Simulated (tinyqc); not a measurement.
Inside a calculation. Model: pillar capacitor in an array: capacitance, non-linearity, leakage and relaxation.

tinyqc, about 0.01 s, one thread, Intel Xeon 2.30GHz (shared host): `OMP_NUM_THREADS=1 python tinyqc.py 2102071 2102072 out.jsonl` Printed values are rounded.

A film between two metal electrodes, each interface adding a series capacitance ci. The small-signal permittivity is ek (1 + aq E^2); the field is found with the linear permittivity. Leakage J = J0 sinh(E/Ef). After a voltage step the film passes a relaxation current kr C V tt^(-nr), tt being the time in seconds. The sidewall is a coaxial capacitor with radii a = dm/2 and b = dm/2 + t, depth AR dm; the end face is left out.

Parameters, values chosen for the exercise; permittivity of the order of that of tantalum oxide:
- ek = 26.9 (relative permittivity of the film)
- t = 7.1 nm (film thickness)
- ci = 1000 uF/cm^2 (capacitance of each electrode interface (dead layer and screening))
- aq = 0.0084 cm^2/MV^2 (quadratic field coefficient of the permittivity)
- V = 1 V (bias)
- J0 = 1.3e-11 A/cm^2 (leakage prefactor)
- Ef = 0.17 MV/cm (field for an e-fold rise of the leakage)
- dm = 50 nm (diameter of the pillar)
- AR = 30 (aspect ratio, depth over diameter)
- pt = 91 nm (pitch of the square array)
- rho = 360 uohm cm (resistivity of the inner electrode)

Constants: eps0 = 8.8541878128e-14 F/cm where lengths are in cm. Results are converted to the units shown.

## Planar capacitance, field and non-linearity

Planar film: Cf = eps0 ek/t, 1/C = 1/Cf + 2/ci, EOT = 3.9 eps0/C, effective permittivity C t/eps0, E = (V/t) C/Cf; quadratic coefficient [C(V)/C - 1]/V^2 with Cf (1 + aq E^2) in C(V).

Cf = 3.35461 uF/cm^2
C = 3.33226 uF/cm^2
EOT = 1.03627 nm
effective permittivity = 26.7207
E = 1.39906 MV/cm
quadratic coefficient = 16330.6 ppm/V^2
J = 2.43818e-8 A/cm^2

The interfaces take 0.666 % of the voltage.

## Cell capacitance, fields and time constant

Per length 1/c = ln(b/a)/(2 pi eps0 ek) + (1/a + 1/b)/(2 pi ci); cell capacitance c AR dm; per footprint over pt^2; fields c V/(2 pi eps0 ek r) at r = a and b; resistance of the inner electrode rho AR dm/(pi a^2); time constant R C/3 of the distributed line.

a = 25 nm
b = 32.1 nm
cell capacitance = 8.91933 fF
capacitance per footprint = 107.708 uF/cm^2
field at a = 1.58935 MV/cm
field at b = 1.23781 MV/cm
R = 2.75020 kohm
R C/3 = 8.17664 ps

The array gives 32.3 times the planar capacitance per footprint; curvature makes the field at the inner electrode 1.14 times the planar value.
